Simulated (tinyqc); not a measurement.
Chemical trend: level against potential: deep trap from a strong local potential in a two-band host (Koster-Slater model with semi-elliptic bands). Computed by tinyqc, a small Python program. Command: `OMP_NUM_THREADS=1 python tinyqc.py 3011070 3011071 out.jsonl deeptrap walk`. One thread of a shared host (Intel(R) Xeon(R) Processor @ 2.30GHz), about 0.03 s of CPU time with the checks.

The valence band spans -2 W_v to 0 and the conduction band E_g to E_g + 2 W_c. The orbital at the impurity site has weight f_v in the valence band and 1 - f_v in the conduction band, each spread as a semi-ellipse (2/(pi W^2)) sqrt(W^2 - x^2) about the band centre. The impurity adds U to this orbital. Spin is left out.

Inputs (values chosen for the exercise, with a gap close to that of CdTe):

| quantity | value | unit |
|---|---|---|
| gap E_g | 1.56 | eV |
| half-width of the valence band W_v | 2.6 | eV |
| half-width of the conduction band W_c | 4.2 | eV |
| valence weight f_v of the site orbital | 0.45 | - |

Impurity: repulsive, acceptor-like.

Method:
- In the gap G(E) = f_v (2/W_v^2)[x - sqrt(x^2 - W_v^2)] - (1 - f_v)(2/W_c^2)[y - sqrt(y^2 - W_c^2)], x = E + W_v, y = E_g + W_c - E.
- G falls across the gap from G(0) to G(E_g). A repulsive U binds if U > 1/G(0), an attractive one if U < 1/G(E_g); the vacancy level (U infinite) solves G(E) = 0 (bisection).
- The trap level solves G(E) = 1/U (bisection). With D = -dG/dE = D_v + D_c, D_v = f_v (2/W_v^2)[x/sqrt(x^2 - W_v^2) - 1] and D_c = (1 - f_v)(2/W_c^2)[y/sqrt(y^2 - W_c^2) - 1], the weight on the impurity orbital is 1/(U^2 D) and the conduction-band character is D_c/D.
- U is 1.05, 1.2, 1.5, 2, 3, 5, 10 and 30 times the threshold, rounded to three digits; the largest values are formal and only show the vacancy limit.

repulsive threshold = 4.29604 eV

vacancy level = 0.927101 eV

Trend:

| U (eV) | E_t (eV) | weight on the impurity | conduction character | E_t - vacancy level (eV) |
|---|---|---|---|---|
| 4.51 | 0.00136 | 0.012235 | 0.00716 | -0.92574 |
| 5.16 | 0.01805 | 0.036400 | 0.02819 | -0.90905 |
| 6.44 | 0.07834 | 0.053389 | 0.06695 | -0.84876 |
| 8.59 | 0.19419 | 0.051527 | 0.12423 | -0.73291 |
| 12.90 | 0.37736 | 0.033865 | 0.21047 | -0.54974 |
| 21.50 | 0.57399 | 0.015136 | 0.30746 | -0.35311 |
| 43.00 | 0.74547 | 0.004154 | 0.39767 | -0.18163 |
| 129.00 | 0.86623 | 0.000472 | 0.46449 | -0.06087 |

What follows from these numbers?

dE_t/dU equals the weight on the impurity, which peaks at 0.053 (U = 6.44 eV) and falls to 4.7e-4 in the last row, so beyond the peak each further eV of potential moves the level less. The level nears the vacancy level, 0.927 eV, as 1/U: it is 0.182 eV away at 10 times the threshold and 0.061 eV at 30 times, and the state is then host-like.

Extremes, crossings and ranges named in words are read from the listed rows.
